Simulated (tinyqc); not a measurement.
Haynes-Shockley experiment: drift, diffusion and decay of a minority-carrier pulse: one step, computed by the program tinyqc. Command: `OMP_NUM_THREADS=1 python tinyqc.py 3110885 3110886 out.jsonl haynes walk`. One thread of a shared host (Intel(R) Xeon(R) Processor @ 2.30GHz), about 0.02 s of CPU time with the checks.

A thin sheet of excess carriers is made at x = 0, t = 0 in a long uniform bar; injection is low, so the pulse moves with the minority mobility.

Task: Simple reading of the pulse. With w the full width at half maximum: mu = d/(F t_p); D = (w d)^2/(16 ln2 t_p^3); Einstein ratio D/mu against k_B T/e.

Inputs (values chosen for the exercise, modelled on holes in n-type germanium in a lightly doped bar): minority mobility mu = 1710 cm^2/(V s); temperature T = 300 K; field F = 6.9 V/cm; distance d to the collector = 0.2 cm.

time of the peak t_p = 16.52447 microsecond

width at half maximum = 7.554971 microsecond

D = 44.20692 cm^2/s

Constants: k_B = 8.617333262e-05 eV/K.

Give: apparent mobility; apparent D; apparent D/mu; error of mu; error of D.

Result:

apparent mobility = 1754 cm^2/(V s)

apparent D = 45.62 cm^2/s

apparent D/mu = 26.01 mV

error of mu = 2.579 %

error of D = 3.207 %
